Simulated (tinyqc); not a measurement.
Tunnelling through a gate dielectric, WKB transmission and Tsu-Esaki current: dielectrics compared at equal EOT.

Electrons leave the emitter at x = 0. Energies E (motion across the layers) are in eV from the emitter Fermi level; the collector Fermi level lies at -V and offers states at every E. No charge in the dielectric and no image force: F1 = V/t1, U = phi1 - F1 x. With C = hbar^2/(2 m0), kappa = sqrt(m (U - E)/C) where U > E and 0 elsewhere; T(E) = exp(-S), S = 2 times the integral of kappa over x.

A single layer of thickness t1 = EOT eps_r/3.9 for each dielectric, at V = 1.2 V. Each layer adds (2/F) sqrt(m/C) [G(u at its left edge) - G(u at its right edge)] to S, with u = U - E (0 where negative) and G(u) = (2/3) u^1.5. J = J0 times the integral of T(E) N(E) dE, N = ln[(1 + exp(-E/Vt))/(1 + exp((-E - V)/Vt))], J0 = q^2 me m0 kB T/(2 pi^2 hbar^3) (times 1e-4 for A/cm^2 per eV), from E = -Ef to far above the barrier (T = 1 there), by quadrature converged to the digits shown.

Values chosen for this exercise:
- T = 300 K (temperature)
- Ef = 0.39 eV (Fermi energy of the emitter above its band bottom)
- me = 0.64 m0 (emitter mass in the supply function)
- EOT = 0.9 nm (equivalent oxide thickness)

Constants: q = 1.602176634e-19 C, kB = 1.380649e-23 J/K, hbar = 1.054571817e-34 J s, m0 = 9.1093837015e-31 kg, Vt = kB T/q, hbar^2/(2 m0) = 0.0380998212 eV nm^2. Results are converted to the units shown.

Dielectrics (values chosen for the exercise, close to those of the materials named):
```
                 eps_r  phi1 (eV)  m1 (m0)
silicon dioxide   4.06       3.17      0.5
silicon nitride    7.6       2.02     0.51
aluminium oxide    9.1        2.6     0.41
hafnium oxide     20.9       1.47      0.2
zirconium oxide   25.3       1.42     0.25
```

Leakage at equal EOT:
```
                 t1 (nm)  S at E = 0  J (A/cm^2)  eps_r sqrt(m1 phi1)
silicon dioxide   0.9369       10.86        9232                5.111
silicon nitride    1.754       15.18       61.33                7.714
aluminium oxide    2.100       19.41      0.9817                9.396
hafnium oxide      4.823       20.16      0.1446                11.33
zirconium oxide    5.838       26.40    1.767e-4                15.07
```

What does the comparison show?

From the lowest current to the highest: zirconium oxide, hafnium oxide, aluminium oxide, silicon nitride, silicon dioxide; the span is 7.72 decades. The figure eps_r sqrt(m1 phi1), to which S is proportional at low voltage, gives the same order. In 1 of the 5 rows the field exceeds 10 MV/cm (up to 12.8), more than most dielectrics sustain; the model ignores breakdown.

Computed by the program tinyqc: `OMP_NUM_THREADS=1 python tinyqc.py 2540131 2540132 out.jsonl`, one thread of a shared Intel Xeon 2.30GHz, about 0.04 s for the whole run.
